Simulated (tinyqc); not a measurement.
Metal-interlayer-semiconductor contact, depinning against tunnelling resistance: two steps of the calculation.

Zero bias, n-type semiconductor. Gap states at the semiconductor surface thin out as exp(-be ti), which unpins the barrier; electrons must then cross the interlayer (a rectangular barrier, no voltage drop across it) and the parabolic depleted layer, both by WKB. Energies E are counted from the Fermi level; no image force, parabolic bands.

Values chosen for this exercise; semiconductor values close to those of silicon; interlayer mass of the order of that in hafnium oxide, offset chosen freely: temperature T = 250 K; band gap Eg = 1.1 eV; relative permittivity eps_r = 11.6; electron affinity chi = 3.93 eV; conduction-band density of states at T Nc = 2.13e19 cm^-3; tunnelling mass in the semiconductor mt = 0.187 m0; Richardson mass mA = 2.02 m0; donor density Nd = 1.1e19 cm^-3; charge-neutrality level above the valence band E0 = 0.37 eV; pinning factor without interlayer S0 = 0.27; metal work function phiM = 4.37 eV; interlayer thickness ti = 0.9 nm; conduction-band offset of the interlayer above the semiconductor dE = 1.56 eV; tunnelling mass in the interlayer mi = 0.19 m0; decay constant of gap states through the interlayer be = 5.3 1/nm.

Constants: q = 1.602176634e-19 C, kB = 1.380649e-23 J/K, eps0 = 8.8541878128e-12 F/m, hbar = 1.054571817e-34 J s, h = 6.62607015e-34 J s, m0 = 9.1093837015e-31 kg, Vt = kB T/q, hbar^2/(2 m0) = 0.0380998212 eV nm^2. Results are converted to the units shown.

Problem 1. Pinning, barrier and scales. S = 1/(1 + (1/S0 - 1) exp(-be ti)); phiB = S (phiM - chi) + (1 - S)(Eg - E0); xi = Ec - EF deep inside, from Nd = Nc F(-xi/Vt), F(x) = (2/sqrt(pi)) int_0^infinity sqrt(u) du/(1 + exp(u - x)); band bending U = phiB - xi; E00 = (hbar/2) sqrt(Nd/(eps0 eps_r mt m0)) in volts; A = 4 pi q mA m0 kB^2/h^3.

Find: S; phiB; xi; U; E00; A.

Solution 1.

S = 0.9776
phiB = 0.4465 eV
xi = 0.01033 eV
U = 0.4362 eV
E00 = 0.04181 eV
A = 242.7 A/(cm^2 K^2)

Problem 2. Exponents and integrand on an energy grid. With U = phiB - xi: for xi < E < phiB, y = (E - xi)/U and G1 = (U/E00) [sqrt(1 - y) - y ln((1 + sqrt(1 - y))/sqrt(y))], G1 = 0 above phiB; G2 = 2 ti sqrt(mi max(phiB + dE - E, 0)/C), C = hbar^2/(2 m0); f = 1/(1 + exp(E/Vt)); integrand exp(-G1 - G2) f.

E, point 0 to 13 (eV): 0.02  0.04615  0.07231  0.09846  0.12462  0.15077  0.17692  0.20308  0.22923  0.25538  0.28154  0.30769  0.33385  0.36
phiB = 0.44650021 eV
xi = 0.010330580 eV
E00 = 0.041809392 eV

Find: G1; G2; f; integrand.

Solution 2.

```
point      G1      G2          f  integrand (1e-8)
0      9.7166  5.6654    0.28326            5.9138
1      8.3484  5.6280    0.10506            8.9449
2      7.2446  5.5903   0.033683            8.9797
3      6.2880  5.5524   0.010248            7.3864
4      5.4364  5.5142  0.0030651            5.3784
5      4.6690  5.4758  9.1246e-4            3.5841
6      3.9727  5.4371  2.7123e-4            2.2218
7      3.3389  5.3980  8.0548e-5            1.2931
8      2.7622  5.3588  2.3929e-5            0.7112
9      2.2386  5.3192  7.1083e-6            0.3711
10     1.7653  5.2793  2.1106e-6            0.1841
11     1.3414  5.2391  6.2696e-7            0.0870
12     0.9661  5.1986  1.8616e-7            0.0391
13     0.6409  5.1579  5.5299e-8            0.0168
```

tinyqc, about 0.03 s, one thread, Intel Xeon 2.30GHz (shared host): `OMP_NUM_THREADS=1 python tinyqc.py 2270002 2270003 out.jsonl`
